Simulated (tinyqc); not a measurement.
Energy and delay of logic against supply voltage: two steps of the calculation.

One expression serves below and above threshold: I(Vg) = Ik [ln(1 + exp((Vg - VT + dd V)/(al nf Vt)))]^al, with I_on = I(V) and I_off = I(0). Gate delay td = kd C V/I_on, clock period LD td. Per gate and cycle the switching energy is act C V^2 and the leakage energy I_off V LD td. No short-circuit current, no variation. Minima are sought above 0.09 V; below a few Vt gates no longer switch and the model has no meaning.

Inputs (values chosen for the exercise); values of the order met in logic technologies:

| symbol | value | unit | meaning |
|---|---|---|---|
| T | 300 | K | temperature |
| VT | 0.39 | V | threshold voltage at zero drain bias |
| nf | 1.05 |  | slope factor |
| dd | 0.05 |  | barrier lowering per volt of supply |
| Ik | 1.6 | uA | specific current of a gate |
| al | 1.3 |  | exponent of the current law |
| C | 3.4 | fF | load capacitance of a gate |
| kd | 0.5 |  | delay factor |
| LD | 16 |  | logic depth |
| act | 0.05 |  | activity factor |
| V | 0.4 | V | supply voltage |

Constants: q = 1.602176634e-19 C, kB = 1.380649e-23 J/K, Vt = kB T/q. Results are converted to the units shown.

Question 1. Currents, delay and energies. I_on, I_off, td, clock frequency 1/(LD td), both energies and their sum.

Give: I_on; I_off; td; clock frequency; switching energy; leakage energy; energy.

Answer 1.

I_on = 2.041 uA
I_off = 0.001925 nA
td = 333.2 ps
clock frequency = 0.1876 GHz
switching energy = 27.20 aJ
leakage energy = 0.004104 aJ
energy = 27.20 aJ

I_on/I_off = 1.06e6; leakage makes up 0.0151 % of the energy.

Question 2. New V. Minimum-energy supply: E(V) is the energy per gate and cycle; with h = 0.001 V, E' = (E(V + h) - E(V - h))/(2 h), E'' = (E(V - h) - 2 E(V) + E(V + h))/h^2, V(new) = V - E'/E''.

V after iteration 1 = 0.14493090 V

Find: E'; E''; V after iteration 2.

Answer 2.

E' = -13.89 aJ/V
E'' = 1534 aJ/V^2
V after iteration 2 = 0.1540 V

tinyqc, about 0.01 s, one thread, Intel Xeon 2.30GHz (shared host): `OMP_NUM_THREADS=1 python tinyqc.py 2082052 2082053 out.jsonl`
